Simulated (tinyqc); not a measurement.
## Length offset and series resistance from crossing lines

Problem. R_total = Rs + k (L - dL)/Vo with constant Rs, dL and k. Find k, dL and Rs.

R_total at (L, Vo) = (40, 0.3), (120, 0.3), (40, 0.7) and (120, 0.7), L in nm and Vo in V (ohm um): [772, 1892, 548, 1028]

Solution. At each overdrive R is a straight line in L with slope k/Vo; the two lines cross at L = dL, R = Rs.

k = 4.20 ohm um V/nm
dL = 12.0 nm
Rs = 380 ohm um

Numbers from tinyqc (`OMP_NUM_THREADS=1 python tinyqc.py 2282168 2282169 out.jsonl`; about 0.03 s on one thread of a shared Intel Xeon 2.30GHz).
